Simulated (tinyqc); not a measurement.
What moves the results: inversion layer as a triangular well, valleys of the Si type. A value that a table varies takes the place of the one given here.

Six ellipsoidal valleys with their long axes along the cube axes, mass ml along the axis and mt across it. For a valley whose axis makes the angle theta with the surface normal, 1/m_z = cos^2(theta)/ml + sin^2(theta)/mt sets the confinement; in the plane the masses are m_1 = mt and m_2 = ml mt/m_z, and m_d = sqrt(m_1 m_2).

The field is taken as constant, e F = 4 pi (e^2/4 pi eps0)(Nd + eta Ns)/eps, with 1e12/cm^2 = 1e-4/angstrom^2, and the oxide as a hard wall at z = 0; c = hbar^2/2m0.

Level j of a valley lies at E_j = a_j (c (e F)^2/m_z)^(1/3) above the band edge at the surface, with the Airy zeros a_j = 2.338107, 4.087949, 5.520560, 6.786708, 7.944134, 9.022651, 10.040174, 11.008524, 11.936016, 12.828777, and has <z> = 2 E_j/(3 e F).

Subband i holds n_i = g m_d/(2 pi c) kB T ln(1 + exp((EF - E_i)/kB T)) (spin included), and EF is fixed by sum n_i = Ns over the levels listed or, where none are listed, over j = 0 to 9 of each group; 1e12/cm^2 = 1e-4/angstrom^2.

Constants: hbar^2/2m0 = 3.80998211 eV angstrom^2; e^2/(4 pi eps0) = 14.39964547 eV angstrom; kB = 8.617333262e-05 eV/K.

Values chosen for the exercise (near those of Si; the results hold for these values, not for the real material):
```
symbol  value                                unit         meaning
ml      0.915                                m0           longitudinal mass
mt      0.192                                m0           transverse mass
eps     11.5                                              dielectric constant
Nd      0.8                                  x 1e12/cm^2  depletion charge
eta     0.75                                              share of Ns in the effective field
face    100                                               surface
T       300                                  K            temperature
Nss     (1, 2, 3, 5, 8, 12)                  x 1e12/cm^2  sheet densities
Ns      4                                    x 1e12/cm^2  electron sheet density
Xu      9.6                                  eV           uniaxial deformation potential
nu2     0.77                                              2 C12/C11
es      (-0.4, -0.2, 0, 0.2, 0.4, 0.8, 1.2)  %            biaxial strain in the plane
Vox     1.87                                 eV           barrier of an HfO2-like oxide
mox     0.25                                 m0           mass in the oxide
```

## Raising the sheet density

Valleys (masses in m0):
```
valleys g  cos^2(theta)      m_z      m_1      m_2      m_d
2               1.00000  0.91500  0.19200  0.19200  0.19200
4               0.00000  0.19200  0.19200  0.91500  0.41914
```

The field, the ladders and EF anew for each Ns.

Results:
```
Ns (1e12/cm^2)  F (MV/cm)  lowest E (eV)  next - lowest (meV)  EF - lowest (meV)  share of lowest (%)  <z> (angstrom)
1.0                 0.244         0.0682                 46.5              -52.8                 50.6            25.7
2.0                 0.362         0.0887                 60.5              -26.8                 62.9            20.7
3.0                 0.480         0.1070                 73.1              -10.0                 71.6            17.9
5.0                 0.716         0.1397                 95.4               13.7                 82.4            14.6
8.0                 1.070         0.1826                124.7               40.1                 90.3            12.1
12.0                1.542         0.2330                159.1               69.2                 94.8            10.4
```

Levels scale as F^(2/3): the field grows by 6.32 and the lowest level by 3.42. The layer thins from 25.7 to 10.4 angstrom. EF passes the lowest edge between 3 and 5 e12/cm^2. The share of the lowest subband rises throughout: the spacing grows faster than the band fills.

## Biaxial strain

Strain e in the plane raises the four primed valleys against the two unprimed ones by D = Xu (1 + nu2) e; the field is kept. m_c averages 1/mt (unprimed) and (1/mt + 1/ml)/2 (primed) over the electrons.

Results:
```
e (%)  D (meV)  0' - 0 (meV)  unprimed share (%)  m_c (m0)  <z> (angstrom)
-0.4     -68.0          16.6                29.7    0.2659            20.6
-0.2     -34.0          50.6                57.2    0.2311            18.1
0.0        0.0          84.6                81.2    0.2074            16.0
0.2       34.0         118.6                93.7    0.1969            14.9
0.4       68.0         152.6                98.2    0.1934            14.5
0.8      135.9         220.5                99.9    0.1921            14.3
1.2      203.9         288.5               100.0    0.1920            14.3
```

Without strain confinement alone splits the ladders by 85 meV and puts 81 % of the electrons into the two valleys that are light in the plane; under the largest tension the share is 100.0 %. m_c is 0.207 m0 without strain and 0.192 m0 there; moving all electrons can gain at most 8 % in 1/m_c. The ladders cross at e = -0.50 %, beyond the table.

## Surface orientation

The same densities on four faces. m_c is the conductivity mass averaged over directions in the plane: 1/m_c = sum n_i (1/m_1 + 1/m_2)/2 / Ns.

Results:
```
face   valleys of lowest  lowest E (eV)  EF (eV)  share of lowest (%)  <z> (angstrom)  m_c (m0)
(100)                  2         0.1239   0.1268                 77.8            16.0     0.207
(110)                  4         0.1764   0.1420                 82.7            20.4     0.290
(111)                  6         0.1883   0.1449                 99.5            21.1     0.299
(211)                  2         0.1625   0.1411                 56.4            20.0     0.283
```

The lowest level is deepest on (100), where a valley axis lies closest to the normal, and the lightest conductivity mass is on (100) (0.207 m0, against 0.299 m0 on (111)). EF, counted from the band edge at the surface, is lowest on (100) and spans 18 meV.

## Four estimates of the lowest level

WKB: E = (c/m_z)^(1/3) (3 pi e F/2 x 3/4)^(2/3), <z> = 2E/(3 e F). Fang-Howard: psi = z exp(-b z/2) up to a norm, E = c b^2/(4 m_z) + 3 e F/b at its minimum b^3 = 6 e F m_z/c, <z> = 3/b. Finite barrier: flat height Vox and mass mox for z < 0, finite differences with psi and psi'/m continuous, cells of 0.05 angstrom from -15 to 300 angstrom. The last column is measured against Airy.

Lowest level:
```
method                E (eV)  <z> (angstrom)  E - Airy (meV)
Airy, hard wall       0.1239           13.82             0.0
WKB, hard wall        0.1230           13.71            -0.9
Fang-Howard           0.1312           14.63             7.3
finite oxide barrier  0.1191           13.00            -4.8
```

b = 0.2050 1/angstrom
probability in the oxide = 0.0013

WKB is off by -0.8 % and the variational function by +5.9 %, above the exact value as it must be; both ratios are independent of field and mass. The finite barrier lowers the level by 4.8 meV and brings the charge 0.8 angstrom closer; in energy that is less than the Fang-Howard error (7.3 meV).

## What each parameter does

Field, ladders and EF anew. Each row changes one parameter from the base and keeps the others.

Results:
```
case                  lowest E (eV)  EF (eV)  share of lowest (%)  <z> (angstrom)
base                         0.1239   0.1268                 77.8           15.96
Ns = 2 x 1e12/cm^2           0.0887   0.0618                 62.9           20.73
Nd = 0.4 x 1e12/cm^2         0.1151   0.1161                 73.9           16.98
T = 360 K                    0.1239   0.1147                 69.1           16.85
ml = 1.007 m0                0.1200   0.1234                 78.8           15.51
mt = 0.173 m0                0.1239   0.1318                 80.0           15.89
eps = 10.3                   0.1334   0.1380                 81.6           15.03
```

The largest shifts from the base row, up to three for each result and ties (the steps differ in size, so this ranks the rows, not the parameters). lowest E (eV): Ns -0.0353, eps +0.0094, Nd -0.0089; unchanged at the printed digits by T and mt. EF (eV): Ns -0.0650, T -0.0121, eps +0.0112. share of lowest (%): Ns -14.9, T -8.8, Nd -3.9. <z> (angstrom): Ns +4.76, Nd +1.01, eps -0.93.

(tinyqc, `OMP_NUM_THREADS=1 python tinyqc.py 1282736 1282737 out.jsonl`, Intel(R) Xeon(R) Processor @ 2.30GHz, 1 thread, shared host, about 0.02 s.)
